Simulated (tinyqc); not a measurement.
Gas flow in a process chamber: flow regimes, conductance, effective pumping speed, pump-down, outgassing and purge. Changing the pump speed S. Computed by tinyqc, a small Python program. Command: `OMP_NUM_THREADS=1 python tinyqc.py 3120807 3120808 out.jsonl pump sweep`. One thread of a shared host (Intel(R) Xeon(R) Processor @ 2.30GHz), about 0.01 s of CPU time with the checks.

Ideal gas, isothermal flow, a pump of constant speed at the end of a round pipe; process gas, volume gas and outgassing are given the same properties. 1 sccm = 101325 Pa x 1e-6 m^3/60 s x T/273.15 K.

Inputs (values chosen for the exercise, modelled on water vapour near room temperature):

| quantity | value | unit |
|---|---|---|
| molar mass M | 18.02 | g/mol |
| molecular diameter | 0.46 | nm |
| viscosity eta | 9.9 | micropascal s |
| temperature T | 350 | K |
| chamber volume V | 10 | L |
| wall area | 1 | m^2 |
| pipe diameter d | 10 | cm |
| pipe length l | 59 | cm |
| process gas flow | 1900 | sccm |
| outgassing rate after 1 h | 4.1e-07 | Pa m^3/(s m^2) |
| outgassing exponent n | 1.1 | - |
| target base pressure | 6e-06 | Pa |

Constants: k_B = 1.380649e-23 J/K; u = 1.6605390666e-27 kg.

Method:
- Mean speed c = sqrt(8 k_B T/(pi m)); aperture conductance C_a = c pi d^2/16; molecular pipe C_m = C_a/(1 + 3 l/(4 d)) (Dushman form); viscous pipe C_v = pi d^4 p_mean/(128 eta l); Knudsen interpolation C = C_v + C_m (1 + x)/(1 + 1.24 x), x = d p_mean sqrt(m/(k_B T))/eta.
- Effective speed 1/S_eff = 1/S + 1/C_m; time constant V/S_eff; pressure at which the free path k_B T/(sqrt2 pi d_m^2 p) equals d.
- Steady flow: the pump inlet is at p_2 = Q/S, and the chamber pressure p_1 solves Q = C((p_1 + p_2)/2) (p_1 - p_2). Residence time = p_1 V/Q.
- Knudsen number = free path at the mean pressure over d.
- From the outgassing limit: t = 1 h x (q_1 A/(S_eff p_target))^(1/n) - 10 s; monolayer time at the target = 1e19 m^-2 x 4 k_B T/(p c) for unit sticking.

One run for each value:

| pump speed S (L/s) | S_eff in molecular flow (L/s) | chamber pressure p_1 (Pa) | time to the target (h) |
|---|---|---|---|
| 5 | 4.89 | 822.28 | 10.983 |
| 13 | 12.31 | 316.29 | 4.747 |
| 36 | 31.17 | 114.29 | 2.039 |
| 97 | 68.41 | 42.61 | 0.996 |
| 260 | 122.63 | 16.40 | 0.585 |
| 690 | 173.68 | 7.34 | 0.425 |
| 1900 | 206.83 | 4.69 | 0.363 |
| 5000 | 221.80 | 4.16 | 0.340 |

Over the rows, S_eff in molecular flow (L/s) rises from 4.89 to 222 (exponent d ln y / d ln x 0.97 between the first rows and 0.072 between the last); chamber pressure p_1 (Pa) falls from 822 to 4.16 (exponent d ln y / d ln x -1.00 between the first rows and -0.13 between the last); time to the target (h) falls from 11.0 to 0.340 (exponent d ln y / d ln x -0.88 between the first rows and -0.066 between the last). At the low end the exponent of S_eff in molecular flow is 0.97, close to 1: the pump limits.

Caution (rows 1900, 5000): S over the pipe area exceeds 0.3 of the mean molecular speed: the pipe end cannot pass this speed without choking, so p_2 = Q/S and the conductance formulas are only formal.
